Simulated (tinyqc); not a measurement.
CMOS latch-up, two-transistor model: two steps of the calculation.

A parasitic pnp (emitter at Vdd, base shunted by Rw) and npn (emitter at ground, base shunted by Rs) feed each other: the npn collector current flows out of the pnp base node, the pnp collector current into the npn base node. Forward-active transistors with constant gains: Icn = Isn exp(Vn/Vt), Icp = Isp (exp(Vp/Vt) - 1). A current Ii is injected into the npn base node.

Parameters, values chosen for the exercise; values close to those of bulk CMOS: temperature T = 300 K; current gain of the npn bn = 10.9; current gain of the pnp bp = 2.4; saturation current of the npn at T Isn = 8e-16 A; saturation current of the pnp at T Isp = 8.4e-16 A; substrate resistance shunting the npn Rs = 700 ohm; well resistance shunting the pnp Rw = 2800 ohm; current injected into the substrate Ii = 0.654 mA.

Constants: q = 1.602176634e-19 C, kB = 1.380649e-23 J/K, Vt = kB T/q. Results are converted to the units shown.

Question 1. The off branch. Node equations: Vp/Rw + Icp/bp = Icn and Vn/Rs + Icn/bn = Icp + Ii. Loop gain G = gn gp/[(1/Rw + gp/bp)(1/Rs + gn/bn)], gn = Icn/Vt, gp = (Icp + Isp)/Vt; the off state ends where G = 1, and Ii there is the trigger current. For each Vn: Icn, then Vp from the first equation, then Ii from the second.

Vn, point 0 to 7 (V): [0.479, 0.559, 0.609, 0.639, 0.659, 0.679, 0.694, 0.709]

Find: Icn; Vp; Icp; Ii; G.

Answer 1.

```
point  Icn (mA)    Vp (V)   Icp (mA)  Ii (mA)          G
0      8.911e-5  2.495e-4  8.147e-15   0.6843  2.216e-13
1      0.001967  0.005509  1.995e-13   0.7988  5.968e-12
2       0.01361   0.03811  2.828e-12   0.8712  1.416e-10
3       0.04343    0.1216  9.190e-11   0.9168   1.066e-8
4       0.09415    0.2636   2.253e-8   0.9501   5.041e-6
5        0.2041    0.5680   0.002925   0.9858      1.026
6        0.3646    0.6865     0.2865   0.7384      11.54
7        0.6513    0.7174     0.9481   0.1245      15.80
```

Ii peaks at 0.9858 mA, at Vn = 0.6790 V where G = 1; beyond it the loop feeds itself.

Question 2. Response to the injected current, once round the loop per iteration. Icn = Isn exp(Vn/Vt); Vp solves Vp/Rw + Icp/bp = Icn; Vn(new) solves Vn/Rs + (Isn/bn) exp(Vn/Vt) = Icp + Ii.

Vn at the start = 0.53 V

Wanted: Icn; Vp; Icp; Vn after iteration 1.

Answer 2.

Icn = 6.408e-4 mA
Vp = 0.001794 V
Icp = 6.037e-14 mA
Vn after iteration 1 = 0.4578 V

Computed by the program tinyqc: `OMP_NUM_THREADS=1 python tinyqc.py 2670065 2670066 out.jsonl`, one thread of a shared Intel Xeon 2.30GHz, about 0.04 s for the whole run.
